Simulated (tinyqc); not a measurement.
MOSFET in the linear regime without short-channel effects, parameter extraction from computed curves: extraction methods against the drawn gate length.

Inversion charge Q = Cox n Vt W0(exp((Vg - VT)/(n Vt))), W0 the Lambert function and n = nf; u = Q/Cox; mobility mu = mu0/(1 + th1 u + th2 u^2); channel resistance Rch = (L - dL)/(W mu Q); Id = Vd/(Rch + Rsd/W). Cox = eps0 eox/tox. Small Vd, no channel-length or drain effects.

From the continuous curve Id(Vg): tangent at peak gm (V_ext = Vg - Id/gm); constant current Id = 0.1 uA W/L; peak of d2Id/dVg2; Y = Id/sqrt(gm) drawn through Vg = VT + 0.6 and VT + 0.8 V, with intercept VT_Y and slope s. Mobilities gm,max L/(W Cox Vd) and s^2 L/(W Cox Vd) with the drawn L. Last column: share of Rsd/W in the total resistance at VT + 0.8 V.

Inputs (values chosen for the exercise); channel values of the order met in silicon transistors: temperature T = 77 K; relative permittivity of the gate insulator (close to silicon dioxide) eox = 3.9; insulator thickness tox = 2.6 nm; low-field mobility mu0 = 91 cm^2/(V s); first mobility attenuation factor th1 = 0.49 1/V; second mobility attenuation factor th2 = 0.29 1/V^2; threshold voltage VT = 0.67 V; body factor nf = 1.12; gate width W = 1 um; drawn less effective length dL = 0.009 um; source plus drain resistance Rsd = 150 ohm um; drain voltage Vd = 0.01 V.

Constants: q = 1.602176634e-19 C, kB = 1.380649e-23 J/K, Vt = kB T/q, eps0 = 8.8541878128e-14 F/cm where lengths are in cm. Results are converted to the units shown.

Extraction methods against the drawn gate length:
columns A: L (um); B: V_ext (V); C: constant current (V); D: second derivative (V); E: VT_Y (V); F: mobility from gm (cm^2/(V s)); G: mobility from Y (cm^2/(V s)); H: series share (%)
```
A          B      C      D      E     F    G      H
0.03   0.673  0.749  0.668  0.778  99.1  194   30.0
0.062  0.675  0.762  0.668  0.778  85.7  159   14.5
0.13   0.676  0.769  0.668  0.778  80.6  146   6.91
0.27   0.676  0.772  0.668  0.778  78.5  140   3.33
0.56   0.676  0.773  0.668  0.778  77.6  138   1.60
1.2    0.676  0.774  0.668  0.778  77.1  137  0.749
2.4    0.676  0.774  0.668  0.778  76.9  136  0.374
5      0.676  0.775  0.668  0.778  76.8  136  0.180
```

Read the table: what changes, and by how much?

The model has VT = 0.67 V and mu0 = 91 cm^2/(V s). Over the table the extracted thresholds move by 3.7 mV (tangent), 26 mV (constant current), 0.50 mV (second derivative), under 0.5 mV (Y function). The mobility from gm falls from 99.1 to 76.8 and that from Y falls from 194 to 136 cm^2/(V s).

Program tinyqc, `OMP_NUM_THREADS=1 python tinyqc.py 2210020 2210021 out.jsonl`; Intel Xeon 2.30GHz, shared host, one thread, about 0.01 s.
